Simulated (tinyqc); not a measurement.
Deep-level transient spectroscopy: one step of the calculation.

Schottky contact on an n-type layer with shallow donors Nd (all ionised) and a donor-like deep trap, neutral when filled and positive when empty; depletion approximation. Traps within lam of the depletion edge stay filled. A long pulse to Vp fills the traps beyond x1 = Wp - lam; back at Vr those between x1 and x2 = Wr - lam emit. A rate window reads S = C(t2) - C(t1).

Question. Emission rate and rate window. Emission rate en = sn vth(T) Nc(T) exp(-Et/kB T) = sn g T^2 exp(-Et/kB T), g = vth Nc/(300 K)^2, as vth goes as T^0.5 and Nc as T^1.5 (degeneracy factor 1). For an exponential transient S peaks where en = ew = ln(t2/t1)/(t2 - t1).

Values chosen for this exercise; material values close to those of gallium nitride: conduction-band density of states at 300 K Nc = 2.26e18 cm^-3; thermal velocity at 300 K vth = 2.6e7 cm/s; depth of the trap below the conduction edge Et = 0.59 eV; capture cross-section sn = 5.7e-17 cm^2; first sampling time t1 = 0.1 ms; second sampling time t2 = 0.25 ms; temperature of the transient T = 469 K.

Constants: q = 1.602176634e-19 C, kB = 1.380649e-23 J/K. Results are converted to the units shown.

Give: g; en; 1/en; ew.

Answer.

g = 6.529e20 cm^-2 s^-1 K^-2
en = 3741 1/s
1/en = 0.2673 ms
ew = 6109 1/s

Range of the model: With Nt above a tenth of Nd the edge x2 moves during the transient, which this model holds fixed, and the transient is not a plain exponential.

Numbers from tinyqc (`OMP_NUM_THREADS=1 python tinyqc.py 2050016 2050017 out.jsonl`; about 0.01 s on one thread of a shared Intel Xeon 2.30GHz).
